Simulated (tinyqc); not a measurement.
Resistivity of narrow wires: free and nearly free electrons in a metal.

The cubic cell holds 4 atoms: n = 4 z/a^3, kF = (3 pi^2 n)^(1/3), EF = c kF^2/m, vF = 2 c kF/(m hbar), c = hbar^2/2m0; rs = (3/(4 pi n))^(1/3)/a0; D(EF) = 3 n/(2 EF).

Square wire of width w with grain size w: rho/rho0 = 1/(1 - 3 al/2 + 3 al^2 - 3 al^3 ln(1 + 1/al)) + (3/4) (1 - p) l/w, with al = (l/w) Rg/(1 - Rg) (Mayadas-Shatzkes plus the thick-wire form of Fuchs-Sondheimer); l = hbar kF/(n e^2 rho), e = 1.602176634e-19 C.

Constants: hbar^2/2m0 = 3.80998211 eV angstrom^2; hbar = 6.58211957e-16 eV s; a0 (Bohr radius) = 0.5291772105 angstrom.

Parameters, chosen for this exercise (near those of Al; the results hold for these values, not for the real material):
```
symbol  value  unit          meaning
a       4.041  angstrom      fcc lattice constant
z       3                    free electrons an atom
m       1.41   m0            mass
rho     3.03   micro-ohm cm  bulk resistivity
p       0                    specularity of the surfaces
Rg      0.37                 reflection at grain boundaries
```

Wires:
```
w (nm),al,grain term (factor - 1),surface term,rho (micro-ohm cm)
200,0.038,0.057,0.049,3.35
100,0.077,0.112,0.098,3.67
50,0.153,0.222,0.196,4.30
30,0.256,0.365,0.327,5.13
14,0.548,0.766,0.700,7.47
10,0.767,1.064,0.980,9.22
7,1.096,1.508,1.400,11.84
```

Give the missing row, w (nm) = 20.

Computed row:
```
w (nm)     al  grain term (factor - 1)  surface term  rho (micro-ohm cm)
20      0.384                    0.541         0.490                6.16
```

l = 13.07 nm

At 7 nm the resistivity is 3.91 times the bulk value; grain boundaries add more (1.51 from grains, 1.40 from surfaces). It passes twice the bulk value between 30 and 20 nm. The surface formula is meant for w above l = 13 nm, so the rows below that are rough.

Computed by tinyqc, a small Python program: `OMP_NUM_THREADS=1 python tinyqc.py 1682624 1682625 out.jsonl` (the numbers bound the seed that draws the inputs); one thread of a shared host (Intel(R) Xeon(R) Processor @ 2.30GHz), about 0.01 s for the whole set of steps.
